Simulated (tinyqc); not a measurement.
Single-oscillator infrared dielectric function of a polar cubic crystal. Changing the probe frequency / omega_TO. Computed by tinyqc, a small Python program. Command: `OMP_NUM_THREADS=1 python tinyqc.py 3007890 3007891 out.jsonl infrared sweep`. One thread of a shared host (Intel(R) Xeon(R) Processor @ 2.30GHz), about 0.01 s of CPU time with the checks.

One ion pair, charges +Z* and -Z*, in a cell of volume Omega = a^3/4. Frequencies omega are given as wavenumbers (1/cm); eps_s is the static dielectric constant.

Inputs (values chosen for the exercise, for a model crystal):

| quantity | value | unit |
|---|---|---|
| lattice constant a | 5.13 | angstrom |
| mass M_A | 121 | u |
| mass M_B | 57.4 | u |
| omega_TO | 559 | 1/cm |
| Born charge Z* | 2.21 | e |
| eps_inf | 12.3 | - |
| phonon damping gamma | 24 | 1/cm |
| carrier density N | 8.2e+18 | 1/cm^3 |
| carrier mass m* | 0.23 | m_0 |
| carrier mobility | 240 | cm^2/(V s) |

Structure: zinc blende. Free carriers: present.

Constants: nu for 1 eV/(angstrom^2 u) = 15.6333042 THz; 1 THz = 33.35640952 1/cm; e^2/(4 pi eps_0) = 14.39964548 eV angstrom; e = 1.602176634e-19 C; eps_0 = 8.8541878128e-12 F/m; m_0 = 9.1093837015e-31 kg; c = 299792458 m/s.

Method:
- mu = M_A M_B/(M_A + M_B); ionic plasma term W^2 = 4 pi Z*^2 (e^2/(4 pi eps_0))/(Omega mu) in eV/(angstrom^2 u), turned into 1/cm by W = 15.6333042 x 33.35640952 x sqrt(W^2); omega_LO^2 = omega_TO^2 + W^2/eps_inf; eps_s = eps_inf + W^2/omega_TO^2; Szigeti charge 3 Z*/(eps_inf + 2); longitudinal (Callen) charge Z*/eps_inf.
- omega_p^2 = N e^2/(eps_0 eps_inf m*), gamma_p = e/(m* x mobility), both divided by 2 pi c (c in cm/s) to give 1/cm. m* is held constant, though in narrow-gap crystals it rises with N at high doping.
- eps(omega) = eps_inf + W^2/(omega_TO^2 - omega^2 - i gamma omega) - eps_inf omega_p^2/(omega^2 + i gamma_p omega); n + i k = sqrt(eps) with k >= 0; R = |(n + i k - 1)/(n + i k + 1)|^2 at normal incidence from vacuum.
- omega is the probe ratio times omega_TO. Intensity decays over 1/(4 pi omega k); the loss function is Im(-1/eps).

One run for each value:

| probe frequency / omega_TO | reflectivity R | Re eps | n | k |
|---|---|---|---|---|
| 0.6 | 0.65646 | -9.4502 | 1.6445 | 3.4863 |
| 0.7 | 0.52564 | -4.1535 | 1.5121 | 2.5377 |
| 0.8 | 0.32597 | -0.0779 | 1.6383 | 1.6619 |
| 0.9 | 0.21804 | 3.9069 | 2.2141 | 0.9977 |
| 1.0 | 0.47749 | 2.9245 | 3.1347 | 2.6271 |
| 1.1 | 0.14747 | 1.7842 | 1.5922 | 0.8666 |
| 1.2 | 0.14535 | 4.3057 | 2.1199 | 0.4337 |
| 1.3 | 0.17671 | 5.7129 | 2.4079 | 0.2918 |
| 1.4 | 0.20013 | 6.7043 | 2.5982 | 0.2148 |
| 1.5 | 0.21755 | 7.4624 | 2.7368 | 0.1655 |
| 1.6 | 0.23090 | 8.0659 | 2.8431 | 0.1313 |
| 1.7 | 0.24140 | 8.5584 | 2.9274 | 0.1064 |
| 1.8 | 0.24984 | 8.9672 | 2.9958 | 0.0877 |
| 1.9 | 0.25674 | 9.3112 | 3.0523 | 0.0733 |

What does the table show, and why?

Over the rows, reflectivity R lies between 0.145 and 0.656 without a single trend; Re eps lies between -9.45 and 9.31 without a single trend. Re eps is negative for probe frequencies from 0.60 to 0.80 omega_TO among these rows, where R averages 0.50.

Extremes, crossings and ranges named in words are read from the listed rows.
